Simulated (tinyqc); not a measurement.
Inside a calculation. Method: Hubbard chain of 6 sites. Computed by tinyqc, a small Python program that keeps every step. Settings: hopping = 1.31, U = 8.8, mixing = 1, iteration cap = 51. Command: `OMP_NUM_THREADS=1 python tinyqc.py 28551 28552 out.jsonl` (the two numbers bound the seeds that draw the settings). One thread of a shared host (Intel(R) Xeon(R) Processor @ 2.60GHz), about 0.2 s of CPU time with the checks.

one-body matrix (hopping and site energies) (eV):
```
           1          2          3          4          5          6
1   0.000000  -1.310000   0.000000   0.000000   0.000000   0.000000
2  -1.310000   0.000000  -1.310000   0.000000   0.000000   0.000000
3   0.000000  -1.310000   0.000000  -1.310000   0.000000   0.000000
4   0.000000   0.000000  -1.310000   0.000000  -1.310000   0.000000
5   0.000000   0.000000   0.000000  -1.310000   0.000000  -1.310000
6   0.000000   0.000000   0.000000   0.000000  -1.310000   0.000000
```

U = 8.800000 eV

electrons, up and down: 5  3

n(up) at the start (a guess, not normalised): 1 1.000000, 2 0.533000, 3 1.000000, 4 0.533000, 5 1.000000, 6 0.533000

n(down) at the start (a guess): 1 0.200000, 2 0.800000, 3 0.200000, 4 0.800000, 5 0.200000, 6 0.800000

Each step fills the lowest levels of T + U n(other spin) and sets n(new) = n + mixing (n(out) - n); stop when output and input agree to 1e-8.

Course of the cycle:
```
iteration       E (eV)  largest |n(out) - n(in)|  mean |n_up - n_down|
1          14.91232161                  3.73e-01              0.524473
2          15.22573515                  3.83e-01              0.452708
3          14.70196287                  4.68e-01              0.556605
4          17.34841299                  7.92e-01              0.448263
5          16.05321544                  8.00e-01              0.499027
6          18.62058935                  9.38e-01              0.444491
7          17.06717727                  9.38e-01              0.444497
8          18.77993053                  9.30e-01              0.433694
9          17.15017197                  9.30e-01              0.435594
10         18.87664708                  9.26e-01              0.426883
11         17.16316452                  9.26e-01              0.431554
...                ...                       ...                   ...
41         17.13289278                  9.22e-01              0.422722
42         19.21615548                  9.22e-01              0.411591
43         17.13257046                  9.22e-01              0.422667
44         19.21803352                  9.22e-01              0.411518
45         17.13230974                  9.22e-01              0.422622
46         19.21955350                  9.22e-01              0.411460
47         17.13209872                  9.22e-01              0.422586
48         19.22078438                  9.22e-01              0.411412
49         17.13192783                  9.22e-01              0.422556
50         19.22178163                  9.22e-01              0.411374
51         17.13178936                  9.22e-01              0.422532
```

Can the last value be used, and what does the course show?

Not by the stop rule. Not converged within 51 iterations: the residual has stopped falling: the iteration swings between two states. The lowest mean-field energy found from random starts is 13.51997 eV. Reruns (cap 100 unless said): mixing 0.2: not converged; mixing 0.5: not converged; mixing 0.9: not converged; the original settings with a cap of 400: not converged.
